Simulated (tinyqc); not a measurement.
Self-heating of a transistor with one or more fingers, with temperature-dependent conductivity: one step, computed by the program tinyqc. Command: `OMP_NUM_THREADS=1 python tinyqc.py 3009235 3009236 out.jsonl selfheat walk`. One thread of a shared host (Intel(R) Xeon(R) Processor @ 2.30GHz), about 0.05 s of CPU time with the checks.

N long parallel fingers lie on the top face of a slab whose bottom is held at T_0; the top is otherwise insulated, and heat flows in two dimensions. P in W/mm is 1000 P in W/m.

Task: Linear temperature rise of each finger. theta_i = (P/(pi kappa_0)) [g_0 + sum over j != i of g(|i - j| s)], with equal powers and constant conductivity; thermal resistance = largest theta/P.

Inputs (values chosen for the exercise, modelled on indium phosphide): conductivity at the base temperature kappa_0 = 71.8 W/(m K); power per gate width P = 1.2 W/mm; fingers N = 8.

Power: power rises with temperature.

own factor g_0 = 7.707487

g(j s), j = 1..7: 1.411796  0.776344  0.457548  0.275203  0.166687  0.101215  0.061515

Give: theta of each finger; largest theta; thermal resistance.

Result:

theta of each finger (K): 58.29  65.48  69.07  70.62  70.62  69.07  65.48  58.29

largest theta = 70.62 K

thermal resistance = 58.85 K mm/W

The neighbours supply 42 % of the rise of the hottest finger, which runs 12.3 K above the outer ones.
